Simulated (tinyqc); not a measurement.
Carrier lifetime of a p-type layer with SRH, radiative, Auger and surface recombination: two steps of the calculation.

Uniform excess density dn = dp (no trapping), n = n0 + dn, p = p0 + dn, Boltzmann statistics, full ionisation. Surfaces enter as a rate 2 S dn/d, which holds while diffusion to them is fast.

Parameters, values chosen for the exercise; band and dielectric values close to those of indium phosphide: temperature T = 300 K; radiative coefficient B = 1.22e-10 cm^3/s; Auger coefficient (two electrons) Cn = 3e-30 cm^6/s; Auger coefficient (two holes) Cp = 2.1e-30 cm^6/s; surface recombination velocity (both faces) S = 200 cm/s; sample thickness d = 90 um; generation rate G = 3.3e21 cm^-3 s^-1.

Constants: q = 1.602176634e-19 C, kB = 1.380649e-23 J/K, Vt = kB T/q. Results are converted to the units shown.

Task 1. New dn. With e = n p - ni^2 = dn (n0 + p0 + dn): U_SRH = e/(tp0 (n + n1) + tn0 (p + p1)), U_rad = B e, U_Aug = (Cn n + Cp p) e, U_s = 2 S dn/d. Newton step on ln U(ln dn) = ln G, U the sum: k = d ln U/d ln dn (central difference over factors 1.0001), dn(new) = dn (G/U)^(1/k).

dn at the start = 8e14 cm^-3
n0 = 0.21776958 cm^-3
p0 = 1.9e15 cm^-3
n1 = 9.8824791e5 cm^-3
p1 = 4.1868260e8 cm^-3
tn0 = 6.1919505e-5 s
tp0 = 0.0030959752 s

Give: U_SRH; U_rad; U_Aug; U_s; k; dn after iteration 1.

Result 1.

U_SRH = 8.1696e17 cm^-3 s^-1
U_rad = 2.6352e20 cm^-3 s^-1
U_Aug = 1.7431e16 cm^-3 s^-1
U_s = 3.5556e19 cm^-3 s^-1
k = 1.2586
dn after iteration 1 = 5.3780e15 cm^-3

Task 2. Lifetime, shares and quasi-Fermi splitting. tau = dn/U, shares of U, splitting Vt ln(n p/ni^2), radiative efficiency U_rad/U.

converged dn = 4.1885629e15 cm^-3
ni = 2.0341146e7 cm^-3
n0 = 0.21776958 cm^-3
p0 = 1.9e15 cm^-3
n1 = 9.8824791e5 cm^-3
p1 = 4.1868260e8 cm^-3
tn0 = 6.1919505e-5 s
tp0 = 0.0030959752 s

Give: tau; shares; quasi-Fermi splitting.

Result 2.

tau = 1.2693e-6 s
shares (%): SRH 0.058, radiative 94.281, Auger 0.020, surface 5.641
quasi-Fermi splitting = 0.99944 V

Radiative recombination takes the largest share. dn is 2.2 times the doping: intermediate injection.

Computed by the program tinyqc: `OMP_NUM_THREADS=1 python tinyqc.py 2300029 2300030 out.jsonl`, one thread of a shared Intel Xeon 2.30GHz, about 0.01 s for the whole run.
